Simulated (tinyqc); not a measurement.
# Worked calculation: cell-based percolation model of oxide breakdown

Computed by the program tinyqc: `OMP_NUM_THREADS=1 python tinyqc.py 2070137 2070138 out.jsonl`, one thread of a shared Intel Xeon 2.30GHz, about 0.01 s for the whole run. Printed values are rounded.

The oxide, of thickness n a, is cut into cubic cells. A cell is defective with the chance l = 1 - exp(-a^3 N), N = N1 (t/1 s)^al. A column of n defective cells breaks the oxide down, and the area holds M = A/a^2 independent columns: 1 - F = (1 - l^n)^M.

Inputs (values chosen for the exercise): edge of a cell a = 1.2 nm; cells across the oxide n = 3; area A = 3.2 um^2; exponent of defect growth al = 0.3; defect density after 1 s N1 = 2.4e18 cm^-3.

## Critical defect density

At F = 1 - 1/e: l_c = (1 - exp(-1/M))^(1/n), N_bd = -ln(1 - l_c)/a^3, t63 = (N_bd/N1)^(1/al). W = ln(-ln(1 - F)); for small l, W = ln M + n ln(a^3 N), so the Weibull slope is n al.

thickness = 3.6 nm
M = 2.22222e6
l_c = 0.00766309
N_bd = 4.45174e18 cm^-3
N_bd times thickness = 1.60263e12 cm^-2
t63 = 7.84143 s
n al = 0.9

## The distribution

t, point 0 to 6 (s): 0.00028  0.0036  0.047  0.61  3.6  7.8  22

N, l, F and W = ln(-ln(1 - F)) at each time; the slope is taken between the end points.

```
point   N (cm^-3)           l           F         W
0      2.06233e17  3.56308e-4  1.00517e-4  -9.20513
1      4.43713e17  7.66442e-4  0.00100002  -6.90724
2      9.59049e17  0.00165586   0.0100386  -4.59628
3      2.06924e18  0.00356926   0.0961089  -2.29218
4      3.52454e18  0.00607189    0.391928  -0.69824
5      4.44467e18  0.00765097    0.630374  -0.00475
6      6.06650e18   0.0104282    0.919545   0.92428
```

slope = 0.898654

The slope is 0.15 % below n al, since l grows a little more slowly than N.
